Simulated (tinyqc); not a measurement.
# On-chip interconnect, size-dependent resistivity and RC delay, step by step

tinyqc, about 0.01 s, one thread, Intel Xeon 2.30GHz (shared host): `OMP_NUM_THREADS=1 python tinyqc.py 2100097 2100098 out.jsonl` Printed values are rounded.

A rectangular line between two neighbours and two ground planes. Surface and grain-boundary scattering are added to the bulk resistivity as corrections; capacitances are parallel-plate values without fringing; inductance is ignored.

Parameters, values chosen for the exercise; metal values close to those of copper: bulk resistivity rho0 = 1.72 uohm cm; bulk mean free path lam = 39.3 nm; specular share of surface scattering ps = 0; reflection coefficient of grain boundaries Rg = 0.29; grain size over the metal width gr = 0.7; drawn line width wd = 88 nm; aspect ratio, height over width AR = 1.6; liner on both walls and the bottom, not conducting tl = 1.9 nm; space to the neighbouring lines sp = 130 nm; dielectric height to the planes above and below hd = 200 nm; relative permittivity of the dielectric ek = 2.5; Miller factor of the neighbours Mf = 2; line length Lw = 15 um; driver resistance Rd = 3900 ohm; load capacitance Cl = 0.17 fF; time step dt = 0.93 ps.

Constants: eps0 = 8.8541878128e-12 F/m. Results are converted to the units shown.

## Resistivity, resistance and capacitance per length

Metal width x = wd - 2 tl, height y = AR wd - tl; grain boundaries (Mayadas-Shatzkes): al = (lam/(gr x)) Rg/(1 - Rg), g = 1/[1 - 3 al/2 + 3 al^2 - 3 al^3 ln(1 + 1/al)] - 1; surfaces (Fuchs-Sondheimer, thick limit): s = (3/8) lam (1 - ps)(1/x + 1/y); rho = rho0 (1 + g + s); r = rho/(x y); c = eps0 ek (2 wd/hd + 2 Mf AR wd/sp).

x = 84.2 nm
y = 138.9 nm
al = 0.272347
g = 0.387776
s = 0.281131
rho = 2.87052 uohm cm
r = 2.45441 ohm/um
c = 0.115377 fF/um

rho is 1.67 times the bulk value; grain boundaries add more (0.388 against 0.281). The liner takes 5.61 % of the cross-section.

## Ladder and Elmore delays

4 equal pi sections: series Rs = r Lw/4; node capacitances c Lw/4, halved at nodes 0 and 4, with Cl added to node 4; Rd feeds node 0. Elmore delay of node k: the sum, over the resistors on the path to k, of resistance times all capacitance downstream of it.

Rs = 9.20402 ohm

| node | C (fF) | Elmore delay (ps) |
|---|---|---|
| 0 | 0.216332 | 7.41255 |
| 1 | 0.432663 | 7.42805 |
| 2 | 0.432663 | 7.43957 |
| 3 | 0.432663 | 7.44711 |
| 4 | 0.386332 | 7.45066 |

The far-end value equals Rd (c Lw + Cl) + r Lw (c Lw/2 + Cl) for any number of pi sections; the line resistance contributes 0.512 % of it.

## Step 1: node voltages after a time step

v at t = 0, node 0 to 4 (V): [0, 0, 0, 0, 0]

A 1 V step is applied behind Rd at t = 0. C dv/dt = -G v + b, with G the conductance matrix of the ladder (1/Rs between neighbours, 1/Rd added at node 0) and b = (1 V/Rd, 0, ...). Backward Euler step: (C/dt + G) v(new) = (C/dt) v + b.

v at t = 1 dt, node 0 to 4 (V): [0.114146, 0.112300, 0.110934, 0.110044, 0.109625]

## Step 2: node voltages after a time step

As before.

v at t = 2 dt, node 0 to 4 (V): [0.212618, 0.210971, 0.209746, 0.208944, 0.208566]

## Course in time

A 1 V step is applied behind Rd at t = 0. C dv/dt = -G v + b, with G the conductance matrix of the ladder (1/Rs between neighbours, 1/Rd added at node 0) and b = (1 V/Rd, 0, ...). Backward Euler step: (C/dt + G) v(new) = (C/dt) v + b. The last column solves the same ladder exactly by its modes.

Voltages (V):

| t (ps) | node 0 | node 2 | node 4 | node 4, exact |
|---|---|---|---|---|
| 0.9300 | 0.1141 | 0.1109 | 0.1096 | 0.1160 |
| 1.860 | 0.2126 | 0.2097 | 0.2086 | 0.2199 |
| 2.790 | 0.3001 | 0.2976 | 0.2965 | 0.3116 |
| 3.720 | 0.3779 | 0.3756 | 0.3747 | 0.3925 |
| 4.650 | 0.4470 | 0.4450 | 0.4442 | 0.4639 |
| 5.580 | 0.5085 | 0.5067 | 0.5060 | 0.5269 |
| 6.510 | 0.5631 | 0.5615 | 0.5609 | 0.5825 |
| 7.440 | 0.6117 | 0.6103 | 0.6097 | 0.6316 |
| 8.370 | 0.6548 | 0.6536 | 0.6531 | 0.6749 |
| 9.300 | 0.6932 | 0.6921 | 0.6916 | 0.7131 |
| 10.23 | 0.7273 | 0.7263 | 0.7259 | 0.7468 |
| 11.16 | 0.7576 | 0.7567 | 0.7564 | 0.7766 |

The far end of the ladder reaches 0.5 V at 5.168 ps, 0.694 of its Elmore delay (ln 2 = 0.693 for a single pole); the slowest mode has a time constant of 7.438 ps. The largest error of the backward Euler steps at that node is 22 mV.
